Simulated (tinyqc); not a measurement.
Gas flow in a process chamber: flow regimes, conductance, effective pumping speed, pump-down, outgassing and purge: one step, computed by the program tinyqc. Command: `OMP_NUM_THREADS=1 python tinyqc.py 3120917 3120918 out.jsonl pump walk`. One thread of a shared host (Intel(R) Xeon(R) Processor @ 2.30GHz), about 0.06 s of CPU time with the checks.

Ideal gas, isothermal flow, a pump of constant speed at the end of a round pipe; process gas, volume gas and outgassing are given the same properties. 1 sccm = 101325 Pa x 1e-6 m^3/60 s x T/273.15 K.

Problem. Molecular flow. Mean speed c = sqrt(8 k_B T/(pi m)); aperture conductance C_a = c pi d^2/16; molecular pipe C_m = C_a/(1 + 3 l/(4 d)) (Dushman form); viscous pipe C_v = pi d^4 p_mean/(128 eta l); Knudsen interpolation C = C_v + C_m (1 + x)/(1 + 1.24 x), x = d p_mean sqrt(m/(k_B T))/eta. Effective speed 1/S_eff = 1/S + 1/C_m; time constant V/S_eff; pressure at which the free path k_B T/(sqrt2 pi d_m^2 p) equals d.

Inputs (values chosen for the exercise, modelled on water vapour near room temperature):
```
quantity            value   unit
molar mass M        18.02  g/mol
molecular diameter   0.46     nm
temperature T         350      K
chamber volume V      120      L
pipe diameter d       6.3     cm
pipe length l          10     cm
pump speed S           42    L/s
```

Constants: k_B = 1.380649e-23 J/K; u = 1.6605390666e-27 kg.

Give: mean speed c; C_a; C_m; S_eff in molecular flow; time constant; pressure where the free path equals d.

Solution.

mean speed c = 641.3 m/s

C_a = 499.8 L/s

C_m = 228.1 L/s

S_eff in molecular flow = 35.47 L/s

time constant = 3.383 s

pressure where the free path equals d = 0.08159 Pa

The pipe passes on 84 % of the pump speed.
